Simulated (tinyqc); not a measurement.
Inside a calculation. Method: plane-wave Kohn-Sham cycle with exchange-only LDA in a layered model solid. One step of it, computed by the program tinyqc.

Task: Iteration 1: Hamiltonian at one k. H(m,m') = (k + G_m)^2/2 delta + V(G_m - G_m'), with V(-G) = V(G).

A solid whose potential varies along x alone (atomic units):
```
parameter                      value
period a                    4.500000
cross-section of the cell  17.000000
electrons per cell                 2
grid points                       16
plane waves -n..n, n               2
k points                           4
V1 in V1 cos(2 pi x/a)     -0.400000
V2 in V2 cos(4 pi x/a)     -0.250000
```

V(G_m), m = 0, 1, 2, ... (hartree): -0.292267  -0.200000  -0.125000  0.000000  0.000000

k = 0.125000 2 pi / a

Give: H.

Result:

H (hartree):
```
         -2       -1       +0       +1       +2
-2   3.1347  -0.2000  -0.1250   0.0000   0.0000
-1  -0.2000   0.4540  -0.2000  -0.1250   0.0000
+0  -0.1250  -0.2000  -0.2770  -0.2000  -0.1250
+1   0.0000  -0.1250  -0.2000   0.9414  -0.2000
+2   0.0000   0.0000  -0.1250  -0.2000   4.1095
```
